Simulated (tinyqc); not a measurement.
Gate-all-around wire with two subbands, quantum capacitance: effect of the temperature.

phi is the Fermi level above the lowest subband edge, in volts; Vg is counted from the gate voltage at which an empty wire would have phi = 0. Both directions of motion are filled (equilibrium).

N1 = gv sqrt(2 md m0 kB T/(pi hbar^2)); n1 = N1 F(phi/Vt), n2 = g2 N1 F((phi - E2)/Vt), n = n1 + n2, F(e) = (1/sqrt(pi)) int_0^infinity u^(-1/2) du/(1 + exp(u - e)); Cq = q dn/dphi = (q N1/Vt) [F'(phi/Vt) + g2 F'((phi - E2)/Vt)]. Cox = 2 pi eps0 eox/ln(1 + tox/rw) per length; Vg = phi + q n/Cox. 1/C_G = 1/Cox + 1/(Cq); dphi/dVg = Cox/(Cox + Cq).

Values chosen for this exercise:

| symbol | value | unit | meaning |
|---|---|---|---|
| eox | 3.9 |  | relative permittivity of the gate insulator (close to silicon dioxide) |
| tox | 14 | nm | insulator thickness |
| md | 0.02 | m0 | mass along the wire |
| gv | 1 |  | valley degeneracy |
| E2 | 0.26 | eV | second subband above the first |
| g2 | 2 |  | orbital degeneracy of the second subband |
| rw | 4.3 | nm | radius of the wire |
| Vg | 0.23 | V | gate voltage |

Constants: q = 1.602176634e-19 C, kB = 1.380649e-23 J/K, hbar = 1.054571817e-34 J s, m0 = 9.1093837015e-31 kg, Vt = kB T/q, eps0 = 8.8541878128e-14 F/cm where lengths are in cm. Results are converted to the units shown.

The same in every row: Cox (pF/cm) = 1.4981.

Effect of the temperature:
```
T (K)   phi (V)  n (cm^-1)  Cq (pF/cm)  C_G (pF/cm)  dphi/dVg  share of the second band (%)
50     0.085723   1.3490e6      1.2661      0.68617   0.54197                    1.0797e-16
77     0.085839   1.3480e6      1.2712      0.68766   0.54098                    1.9708e-10
120    0.086146   1.3451e6      1.2862      0.69204   0.53806                     3.0866e-6
200    0.087173   1.3355e6      1.3323      0.70518   0.52928                     0.0035482
300    0.088861   1.3197e6      1.3759      0.71720   0.52126                       0.13269
400    0.090058   1.3085e6      1.3999      0.72368   0.51693                       0.83379
500    0.090159   1.3076e6      1.4227      0.72971   0.51291                        2.4853
```

As T goes from 50 to 500, Cq rises from 1.27 to 1.42 pF/cm, C_G/Cox rises from 0.458 to 0.487 and n falls from 1.35e6 to 1.31e6 cm^-1. Cq is below Cox in every row, so the density of states limits the response dn/dVg more than the insulator does.

Numbers from tinyqc (`OMP_NUM_THREADS=1 python tinyqc.py 2200066 2200067 out.jsonl`; about 0.01 s on one thread of a shared Intel Xeon 2.30GHz).
